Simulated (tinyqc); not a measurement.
IGBT as a p-i-n diode in series with a MOS channel, on-state and switching loss: one step of the calculation.

High injection (n = p) in a drift layer from x = -W/2 (anode) to +W/2 (cathode side), recombination only in the layer with lifetime tau, ideal emitters. The channel feeds the cathode side and carries the whole current. Auger recombination, carrier-carrier scattering, emitter losses and the carrier dip under the p body are left out.

Task. Carrier profile. n(x) = (tau J/(2 q La))[cosh(x/La)/sinh y - B sinh(x/La)/cosh y]. x/La = (2 x/W) y.

Inputs (values chosen for the exercise); material values close to those of silicon: doping of the drift layer Nd = 5.9e13 cm^-3; high-injection lifetime tau = 1.2 us; current density J = 150 A/cm^2.

Constants: q = 1.602176634e-19 C. Results are converted to the units shown.

2 x/W, point 0 to 8: -1  -0.75  -0.5  -0.25  0  0.25  0.5  0.75  1
B = 0.48917102
La = 42.933514 um
y = 1.5139688

Give: n.

Result.

n, point 0 to 8 (cm^-3): 2.022e17  1.414e17  1.010e17  7.531e16  6.051e16  5.448e16  5.635e16  6.639e16  8.606e16

The density is 2.35 times higher at the anode than at the cathode side, since holes are the slower carriers; its smallest listed value is 923 times Nd.

Numbers from tinyqc (`OMP_NUM_THREADS=1 python tinyqc.py 2590020 2590021 out.jsonl`; about 0.01 s on one thread of a shared Intel Xeon 2.30GHz).
